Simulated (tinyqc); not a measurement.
Worked calculation: ionisation potential and affinity of a slab from the planar-averaged potential. Values are carried at full precision from step to step, so a last printed digit may differ when a step is redone from the rounded ones.

A model of the planar-averaged electrostatic energy of an electron in a periodic cell of N1 periods of A (L1 = N1 n1 h) and N2 periods of vacuum (L2 = N2 n2 h), on z_j = j h: V(z) = f VA + (1 - f) VB + F t(z), VA = V1[0] + V1[1] cos(2 pi z/(n1 h)) + V1[2] cos(4 pi z/(n1 h)), VB the same with V2, n2 and z - L1. f = [tanh(z/w) - tanh((z - L1)/w) + tanh((z - L1 - L2)/w)]/2 + 1/2; t(z) = z - L1/2 in A and (L1/L2)(L1 + L2/2 - z) beyond, so that the cell is periodic.

Constants: e^2/(4 pi eps0) = 14.39964547 eV angstrom.

Parameters, chosen for this exercise (gap near that of Si; the results hold for these values, not for the real material): h = 0.25 angstrom (grid step); n1 = 5 (grid points per period of A); n2 = 5 (grid points per period of the vacuum filter); N1 = 4 (periods of A); N2 = 4 (periods of vacuum); V1 = (-9.57, 1.83, -0.27) eV (mean and two harmonics of the potential in A); V2 = (0, 0, 0) eV (the same in vacuum); w = 0.4 angstrom (width of the interfaces); F = -0.028 eV/angstrom (slope in A from opposite charges on the two interfaces); Ev1 = 4.65 eV (valence top of bulk A above its mean potential); Eg1 = (0.62, 1.12) eV (gap of A: semi-local value, corrected value); fv1 = 0.22 (share of the correction that lowers the valence top of A); eps = 1.2 (dielectric constant at the interface).

## The planar average

Evaluate V on the grid, j = 0, 1, ...

V(z_j) (eV): [-3.935, -6.766, -10.233, -10.829, -8.685, -7.960, -8.753, -11.111, -11.119, -8.779, -8.010, -8.793, -11.147, -11.153, -8.809, -8.030, -8.769, -10.927, -10.345, -6.892, -4.075, -2.020, -0.901, -0.305, -0.101, -0.050, -0.033, -0.023, -0.015, -0.007, 0.000, 0.007, 0.013, 0.019, 0.023, 0.020, -0.017, -0.207, -0.789, -1.894]

## Running means

Running mean over n points, periodic: for odd n the plain mean of the n points centred on j; for even n the n + 1 points with half weight at both ends. The macroscopic average applies the mean over n1 points and then over n2 points.

Apply the first mean, then the second.

after the mean over n1 points (eV): [-4.723, -6.732, -8.090, -8.895, -9.292, -9.468, -9.526, -9.544, -9.555, -9.562, -9.570, -9.576, -9.583, -9.586, -9.582, -9.538, -9.376, -8.993, -8.202, -6.852, -4.847, -2.838, -1.480, -0.675, -0.278, -0.102, -0.044, -0.026, -0.015, -0.008, 0.000, 0.006, 0.013, 0.016, 0.012, -0.032, -0.194, -0.577, -1.368, -2.718]

macroscopic average (eV): [-4.726, -6.232, -7.546, -8.495, -9.054, -9.345, -9.477, -9.531, -9.551, -9.562, -9.569, -9.576, -9.579, -9.573, -9.533, -9.415, -9.138, -8.592, -7.654, -6.346, -4.844, -3.338, -2.024, -1.075, -0.516, -0.225, -0.093, -0.039, -0.019, -0.008, -0.001, 0.006, 0.009, 0.003, -0.037, -0.155, -0.432, -0.978, -1.916, -3.224]

Around the middle of vacuum the first mean varies by 28 meV over five points and the second by 28 meV; the tilt of the potential alone amounts to 28 meV over these points.

## The potential line-up

Read the macroscopic average in the middle of each region, j = 10 and j = 30, and its slope in A by a central difference over two points each way.

plateau in A = -9.569 eV
plateau in vacuum = -0.001 eV
dV = vacuum - A = 9.568 eV
slope in A = -0.028 eV/angstrom

The average is tilted: the interfaces carry opposite charges, and the potential changes by -0.14 eV across A and by as much the other way across vacuum. Reading both regions at their mid-points (to within half a grid step), or extrapolating both lines to one interface, removes the tilt from dV.

## Ionisation potential and affinity

IP = dV - Ev1, EA = IP - gap. The correction opens the gap by c = Eg1[1] - Eg1[0], lowers the valence top by fv1 c and raises the conduction edge by (1 - fv1) c; dV is kept.

IP, EA with the semi-local gap (eV): [4.918, 4.298]

c = 0.50 eV

IP, EA corrected (eV): [5.028, 3.908]

The correction raises IP by 0.11 eV and lowers EA by 0.39 eV.

## The dipole behind the step

A step dV of the mean electron energy from A to vacuum across an interface equals 4 pi (e^2/4 pi eps0) times a dipole per area p (in e angstrom per angstrom^2). For a change of 0.1 eV in dV, give the charge per area moved over 2 angstrom in a medium of dielectric constant eps: sigma = 0.1 eps/(4 pi (e^2/4 pi eps0) 2). 1 angstrom^-2 = 1e16 cm^-2.

|p| = 0.05288 e/angstrom
sigma = 3.32e+12 e/cm^2

With about 7e14 atoms per cm^2 in a plane (as on a silicon (100) face), 0.5 % of an electron per atom shifts the line-up by 0.1 eV.

## Checks

- Line-up in a cell of 14 + 14 periods without slope against V2[0] - V1[0] (eV): both 9.5700.

(tinyqc, `OMP_NUM_THREADS=1 python tinyqc.py 1881078 1881079 out.jsonl`, Intel(R) Xeon(R) Processor @ 2.30GHz, 1 thread, shared host, about 0.01 s.)
